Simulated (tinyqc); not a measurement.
Inside a calculation. Model: gated two-dimensional channel with two bands, quantum capacitance.

Program tinyqc, `OMP_NUM_THREADS=1 python tinyqc.py 2200060 2200061 out.jsonl`; Intel Xeon 2.30GHz, shared host, one thread, about 0.01 s. Printed values are rounded.

phi is the Fermi level above the lowest band edge, in volts; Vg is counted from the gate voltage at which an empty channel would have phi = 0. The channel has no thickness; trap charge is -q Dit phi.

Inputs (values chosen for the exercise); lowest band close to that of a thin germanium body:
```
symbol   value         unit                                                                 meaning
T          300            K                                                             temperature
eox        3.9               relative permittivity of the gate insulator (close to silicon dioxide)
tox         10           nm                                                     insulator thickness
md      0.0806           m0                                                           in-plane mass
gv           1                                                                    valley degeneracy
m2        0.15           m0                           in-plane mass of a second band, chosen freely
g2           1                                        valley degeneracy of that band, chosen freely
E2        0.29           eV                                        second band edge above the first
Dit          0  cm^-2 eV^-1                                                        density of traps
Vg        0.98            V                                                            gate voltage
```

Constants: q = 1.602176634e-19 C, kB = 1.380649e-23 J/K, hbar = 1.054571817e-34 J s, m0 = 9.1093837015e-31 kg, Vt = kB T/q, eps0 = 8.8541878128e-14 F/cm where lengths are in cm. Results are converted to the units shown.

## Gate capacitance

Cox = eps0 eox/tox.

Cox = 0.345313 uF/cm^2

## Starting value

phi = 0.01 V.

phi at the start = 0.01 V

## Iteration 1: new phi

D1 = gv md m0 q/(pi hbar^2), D2 = g2 m2 m0 q/(pi hbar^2) per eV; n1 = D1 Vt ln(1 + exp(phi/Vt)), n2 = D2 Vt ln(1 + exp((phi - E2)/Vt)), n = n1 + n2; Cq = q dn/dphi = q [D1/(1 + exp(-phi/Vt)) + D2/(1 + exp((E2 - phi)/Vt))]. Newton: f = phi + q (n + Dit phi)/Cox - Vg, phi(new) = phi - f/(1 + (Cq + q Dit)/Cox).

n1 = 7.87851e11 cm^-2
n2 = 3.20395e7 cm^-2
Cq = 3.21265 uF/cm^2
f = -0.604440 V
phi after iteration 1 = 0.0686631 V

## Iteration 2: new phi

As before.

n1 = 2.37091e12 cm^-2
n2 = 3.09846e8 cm^-2
Cq = 5.04234 uF/cm^2
f = 0.188855 V
phi after iteration 2 = 0.0565588 V

## Iteration 3: new phi

As before.

n1 = 1.99682e12 cm^-2
n2 = 1.94007e8 cm^-2
Cq = 4.85156 uF/cm^2
f = 0.00312804 V
phi after iteration 3 = 0.0563509 V

## Course of the iteration

Stop when the step is below 1e-10 V, or after 40 iterations.

Course of the iteration:
```
iteration  phi before the step (V)   step (V)
1                             0.01     0.0587
2                        0.0686631    -0.0121
3                        0.0565588   -2.08e-4
4                        0.0563509   -7.91e-8
5                        0.0563509  -1.15e-14
```

Converged in 5 iterations.

## Charge and capacitances at the solution

converged phi = 0.0563509 V

D1 = gv md m0 q/(pi hbar^2), D2 = g2 m2 m0 q/(pi hbar^2) per eV; n1 = D1 Vt ln(1 + exp(phi/Vt)), n2 = D2 Vt ln(1 + exp((phi - E2)/Vt)), n = n1 + n2; Cq = q dn/dphi = q [D1/(1 + exp(-phi/Vt)) + D2/(1 + exp((E2 - phi)/Vt))]. 1/C_G = 1/Cox + 1/(Cq + q Dit); dphi/dVg = Cox/(Cox + Cq + q Dit).

n = 1.99072e12 cm^-2
Cq = 4.84760 uF/cm^2
C_G = 0.322351 uF/cm^2
dphi/dVg = 0.0664970

Cq is 14.0 times Cox, so C_G is 93.4 % of Cox; 5.75 % of the gate voltage has gone into phi.
